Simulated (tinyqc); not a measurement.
Electron continuity equation in a given potential, Scharfetter-Gummel discretisation: one step of the calculation.

Steady state in one dimension: J = q mu n E + q D dn/dx with E = -dpsi/dx and D = mu Vt, dJ/dx = q (n/tau - G), fixed densities nL and nR at the ends. The potential is given, psi = 0 for x < L/2 and U (2 x/L - 1) beyond, and is not changed by the electrons.

Question. Densities and current. B(d_i) and B(-d_i) are the Bernoulli factors of the potential steps, b and f the diagonal and right side. Solve B(-d_(i-1)) n_(i-1) + b_i n_i + B(d_i) n_(i+1) = f_i (end values already in f), then J_i = (q D/h) [n_(i+1) B(d_i) - n_i B(-d_i)], h = L/9, D = mu Vt.

Parameters, values chosen for the exercise; mobility close to that of In0.53Ga0.47As at room temperature:

| symbol | value | unit | meaning |
|---|---|---|---|
| T | 300 | K | temperature |
| mu | 11100 | cm^2/(V s) | electron mobility |
| L | 1.1 | um | length of the region |
| nL | 5.8e12 | cm^-3 | density at x = 0 |
| nR | 0 | cm^-3 | density at x = L |

Constants: q = 1.602176634e-19 C, kB = 1.380649e-23 J/K, Vt = kB T/q. Results are converted to the units shown.

```
interval	B(d_i)	B(-d_i)
0	1	1
1	1	1
2	1	1
3	1	1
4	0.11778746	3.5131835
5	0.0076419705	6.7984341
6	0.0076419705	6.7984341
7	0.0076419705	6.7984341
8	0.0076419705	6.7984341
```

```
node	diagonal b	right side f (cm^-3)
1	-2.1626797	-5.8e12
2	-2.1626797	0
3	-2.1626797	0
4	-4.6758632	0
5	-7.0789012	0
6	-6.9687557	0
7	-6.9687557	0
8	-6.9687557	0
```

Wanted: n; J.

Answer.

n, node 0 to 9 (cm^-3): 5.8000e12  3.7271e12  2.2604e12  1.1615e12  2.5155e11  1.2498e11  1.2205e11  1.1920e11  1.1628e11  0
J, interval 0 to 8 (A/cm^2): -7.7977  -5.5169  -4.1337  -3.4229  -3.2690  -3.1925  -3.1178  -3.0449  -2.9737

Range of the model: The drift velocity mu E exceeds 1e7 cm/s somewhere, where real mobilities no longer stay constant.

Numbers from tinyqc (`OMP_NUM_THREADS=1 python tinyqc.py 2220009 2220010 out.jsonl`; about 0.01 s on one thread of a shared Intel Xeon 2.30GHz).
